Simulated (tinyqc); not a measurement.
Classical Heisenberg spin chain: exact results, Metropolis, heat-bath and over-relaxation steps, and a Monte Carlo run: one step, computed by the program tinyqc.

E = -J sum_i s_i . s_(i+1) for unit vectors s_i on an open chain; K = J/(k_B T).

Question. Exact results. Each bond angle is independent, so u = <s_i . s_(i+1)> = coth K - 1/K, <s_i . s_(i+n)> = u^n, correlation length xi = -1/ln|u|, energy per bond -J u, heat capacity per bond c/k_B = 1 - K^2/sinh^2 K, and for the long chain chi = mu^2 (1 + u)/(3 k_B T (1 - u)) per spin.

Inputs (values chosen for the exercise, for a model chain of large moments): coupling J = -23 meV; temperature T = 608 K; moment mu = 6.1 mu_B.

Constants: k_B = 8.617333262e-05 eV/K; mu_B = 5.7883818060e-05 eV/T.

Give: K; u; xi; energy per bond; heat capacity; chi over the Curie value; chi.

Answer.

K = -0.4390

u = -0.1445

xi = 0.5169 sites

energy per bond = -3.323 meV

heat capacity = 0.06183 k_B/bond

chi over the Curie value = 0.7475

chi = 0.01024 mu_B/T per spin

For |K| << 1, u = K/3 = -0.1463.
